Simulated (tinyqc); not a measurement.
CMOS latch-up, two-transistor model: effect of the well resistance shunting the pnp.

A parasitic pnp (emitter at Vdd, base shunted by Rw) and npn (emitter at ground, base shunted by Rs) feed each other: the npn collector current flows out of the pnp base node, the pnp collector current into the npn base node. Forward-active transistors with constant gains: Icn = Isn exp(Vn/Vt), Icp = Isp (exp(Vp/Vt) - 1). A current Ii is injected into the npn base node.

Node equations: Vp/Rw + Icp/bp = Icn and Vn/Rs + Icn/bn = Icp + Ii. Loop gain G = gn gp/[(1/Rw + gp/bp)(1/Rs + gn/bn)], gn = Icn/Vt, gp = (Icp + Isp)/Vt; the off state ends where G = 1, and Ii there is the trigger current. On state with both base-emitter voltages at Von: npn base current Ib = (Von/Rs + bp Von/Rw)/(bn bp - 1), holding current Ih = (bn + 1) Ib + Von/Rs, holding voltage Vh = Vsat + Von + R2 (Ib + Von/Rs).

Inputs (values chosen for the exercise); values close to those of bulk CMOS:
```
symbol    value  unit                                            meaning
T           293     K                                        temperature
bn          7.6                                  current gain of the npn
bp          2.5                                  current gain of the pnp
Isn       3e-15     A                 saturation current of the npn at T
Isp     1.1e-15     A                 saturation current of the pnp at T
Rs          660   ohm              substrate resistance shunting the npn
R2          580   ohm  resistance from the pnp collector to the npn base
Von        0.73     V               base-emitter voltage in the on state
Vsat       0.09     V                                 saturation voltage
Vdd         2.5     V                                     supply voltage
```

Constants: q = 1.602176634e-19 C, kB = 1.380649e-23 J/K, Vt = kB T/q. Results are converted to the units shown.

Results:
```
Rw (ohm)	Vn at trigger (V)	trigger current (mA)	Ih (mA)	Vh (V)
43	0.7378	2.974	21.91	2.865
160	0.7034	1.537	7.084	1.865
310	0.6861	1.276	4.447	1.687
600	0.6688	1.132	3.088	1.595
1200	0.6508	1.043	2.361	1.546
2200	0.6352	0.9921	2.031	1.524
4300	0.6182	0.9505	1.837	1.511
```

Estimate the missing row, Rw = 83 ohm.

Computed row:
```
Rw (ohm)	Vn at trigger (V)	trigger current (mA)	Ih (mA)	Vh (V)
83	0.7206	2.027	12.14	2.206
```

With this row back in the table: As Rw goes from 43 to 4300 ohm, the trigger current falls from 2.97 to 0.951 mA, Ih falls from 21.9 to 1.84 mA and Vh falls from 2.86 to 1.51 V. Vh exceeds the supply Vdd = 2.5 V, which then cannot sustain a latched state, in 1 of the 8 rows. For Rw = 43 Vn at the trigger exceeds the fixed Von of the on-state formulas, so Ih and Vh are too low there.

Numbers from tinyqc (`OMP_NUM_THREADS=1 python tinyqc.py 2670117 2670118 out.jsonl`; about 0.07 s on one thread of a shared Intel Xeon 2.30GHz).
